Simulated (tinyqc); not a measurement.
From results back to parameters: Wannier function of the lower band of a two-orbital chain.

Problem. A band E(k) = H0 + 2 H1 cos(ka) + 2 H2 cos(2ka) is known at k = 0, pi/2a and pi/a. The values come from hidden hoppings; c = hbar^2/2m0.

Constants: hbar^2/2m0 = 3.80998211 eV angstrom^2.

Values chosen for the exercise: a = 4.8 angstrom (period).

E (eV): 0 -3.8220, pi/2a -2.8620, pi/a -1.6620

Find: H0, H1, H2; m0/m at k = 0.

Solution. H0 = (E0 + 2 E1 + E2)/4, H1 = (E0 - E2)/4, H2 = (E0 - 2 E1 + E2)/8; the curvature at k = 0 gives m0/m = -(H1 + 4 H2) a^2/c.

H0, H1, H2 (eV): -2.802  -0.540  0.030

m0/m at k = 0 = 2.540

(tinyqc, `OMP_NUM_THREADS=1 python tinyqc.py 1452729 1452730 out.jsonl`, Intel(R) Xeon(R) Processor @ 2.30GHz, 1 thread, shared host, about 0.1 s.)
